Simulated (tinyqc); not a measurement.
Bulk transistor, scale length and short-channel effects: one step of the calculation.

A gate, an insulator of thickness ti and a depleted layer of depth ts on a conducting body. Below threshold the potential that source and drain add obeys Laplace's equation and vanishes on the gate and at the bottom of the depleted layer. Its lowest mode decays along the channel as exp(-k y); k is the smallest positive root of the matching condition at the interface, and the scale length is Lambda = pi/k.

Question. Decay constant by Newton steps. f(k) = eps_r sin(k ti) cos(k ts) + ei cos(k ti) sin(k ts); f' by a central difference with +/- 1e-5 1/nm; k(new) = k - f/f'.

Inputs (values chosen for the exercise); permittivities: semiconductor close to that of In0.53Ga0.47As, insulator close to that of zirconium oxide: relative permittivity of the semiconductor eps_r = 13.9; relative permittivity of the insulator ei = 25.1; insulator thickness ti = 4.2 nm; depletion depth ts = 14 nm.

k at the start = 0.1725 1/nm

Give: f; f'; k after iteration 1.

Answer.

f = 5.6007
f' = -361.45 nm
k after iteration 1 = 0.18800 1/nm

Numbers from tinyqc (`OMP_NUM_THREADS=1 python tinyqc.py 2420024 2420025 out.jsonl`; about 0.01 s on one thread of a shared Intel Xeon 2.30GHz).
